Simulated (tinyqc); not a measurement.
Body thickness for a wanted scale length.

Question. A double-gate structure has tan(pi ti/Lambda) tan(pi ts/(2 Lambda)) = ei/eps_r, both angles below pi/2. Find ts.

Parameters, values chosen for the exercise; permittivities: semiconductor close to that of silicon, insulator close to that of silicon nitride: relative permittivity of the semiconductor eps_r = 11.5; relative permittivity of the insulator ei = 7.74; insulator thickness ti = 1.3 nm.

Lambda = 12.307434 nm

Solution. The condition is explicit in ts: an arctangent, taken between 0 and pi/2.

ts = 8.60 nm

Computed by the program tinyqc: `OMP_NUM_THREADS=1 python tinyqc.py 2420019 2420020 out.jsonl`, one thread of a shared Intel Xeon 2.30GHz, about 0.01 s for the whole run.
